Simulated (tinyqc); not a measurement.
Resistive crossbar, vector-matrix product with wire resistance: one step of the calculation.

2 rows and 3 columns. Cell (i, j) joins row node wij to column node bij. Each row is driven at its left end through one wire segment rw; neighbouring nodes along a row or a column are joined by rw; each column ends below the last row in one more rw and a virtual ground, where its current is read. Ideal output: I_j = sum_i V_i G_ij.

Question. Error against the ideal product. Ideal I_j = sum_i V_i G_ij; error = I/ideal - 1.

Values chosen for this exercise: input voltages of the rows V = [0.27, 0.11] V.

cell conductances G (uS):
```
	column 1	column 2	column 3
row 1	2.9	38	33
row 2	25	44	7.3
```

column currents (uA): column 1 3.4968137, column 2 14.735526, column 3 9.4807276

Give: ideal currents; error.

Answer.

ideal currents (uA): column 1 3.5330, column 2 15.100, column 3 9.7130
error (%): column 1 -1.024, column 2 -2.414, column 3 -2.391

The largest error is in column 2. All currents fall short, since the wires take part of the voltage.

Program tinyqc, `OMP_NUM_THREADS=1 python tinyqc.py 2880025 2880026 out.jsonl`; Intel Xeon 2.30GHz, shared host, one thread, about 0.02 s.
